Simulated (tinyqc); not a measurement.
Worked calculation: tight binding, dimerised chain. Computed by tinyqc, a small Python program that keeps every step. Settings: t1 = 0.35, t2 = 2.2, delta = 0, points = 12, cells = 3. Command: `OMP_NUM_THREADS=1 python tinyqc.py 29305 29306 out.jsonl` (the two numbers bound the seeds that draw the settings). One thread of a shared host (Intel(R) Xeon(R) Processor @ 2.60GHz), about 0.01 s of CPU time with the checks.

## Bloch Hamiltonian at k

Parameters chosen for this model:
```
parameter     value                      unit
t1         0.350000       eV, inside the cell
t2         2.200000         eV, between cells
delta             0  eV, +/- on the two sites
```

k point k (2 pi / a): [0.230000]

H_AA = +delta, H_BB = -delta, H_AB = -t1 - t2 exp(-i k a).

H(k) at k (eV), order A, B:
```
[[0.000000, -0.625733+2.182652i],
 [-0.625733-2.182652i, 0.000000]]
```

## Levels at k

Diagonalise the Hermitian matrix.

eigenvalues (eV): [-2.270576, 2.270576]

weights |c|^2 of the basis functions, order A, B:
```
[[0.500000, 0.500000],
 [0.500000, 0.500000]]
```

## Bloch Hamiltonian at X

k point X (2 pi / a): [0.500000]

As before.

H(k) at X (eV), order A, B:
```
[[0.000000, 1.850000],
 [1.850000, 0.000000]]
```

## Levels at X

As before.

eigenvalues (eV): [-1.850000, 1.850000]

weights |c|^2 of the basis functions, order A, B:
```
[[0.500000, 0.500000],
 [0.500000, 0.500000]]
```

## Bands along a path

The same steps at evenly spaced points between the labelled ones.

Bands along the path (eV):
```
k            band 1    band 2
G         -2.550000  2.550000
G-X 0.33  -2.394264  2.394264
G-X 0.67  -2.047560  2.047560
X         -1.850000  1.850000
```

With 1 band(s) filled, the highest filled level on these points lies at X and the lowest empty one at X: a gap of 3.7000 eV, direct.

## Berry (Zak) phase of the lower band

On 12 points k_j = j/N: phase = -Im ln of the product of <u_j|u_(j+1)>, closed with u_N = u_0 (the cell-periodic part is taken without the site positions). Single arguments depend on the phases chosen for the u_j; only their sum modulo 2 pi does not.

Overlaps:
```
j   |<u_j|u_j+1>|  argument (rad)
0        0.974369       -0.226900
1        0.972925       -0.233230
2        0.969801       -0.246384
3        0.964727       -0.266394
4        0.958218       -0.290092
5        0.953003        2.833795
6        0.953003        2.833795
7        0.958218       -0.290092
8        0.964727       -0.266394
9        0.969801       -0.246384
10       0.972925       -0.233230
11       0.974369       -0.226900
```

phase / pi, folded into (-1, 1] = 1.000000

## Open chain of 3 cells

H of the open chain (eV):
```
[[0.000000, -0.350000, 0.000000, 0.000000, 0.000000, 0.000000],
 [-0.350000, 0.000000, -2.200000, 0.000000, 0.000000, 0.000000],
 [0.000000, -2.200000, 0.000000, -0.350000, 0.000000, 0.000000],
 [0.000000, 0.000000, -0.350000, 0.000000, -2.200000, 0.000000],
 [0.000000, 0.000000, 0.000000, -2.200000, 0.000000, -0.350000],
 [0.000000, 0.000000, 0.000000, 0.000000, -0.350000, 0.000000]]
```

The same hoppings without the wrap-around bond.

levels (eV): [-2.405538, -2.064173, -0.008635, 0.008635, 2.064173, 2.405538]

weights of the highest filled level on the sites: [0.487383, 0.000297, 0.012321, 0.012321, 0.000297, 0.487383]

The bulk gap runs from -1.8500 to 1.8500 eV; 2 level(s) of this chain lie inside it: end states, which need the weaker bond inside the cell and a chain longer than their decay length.
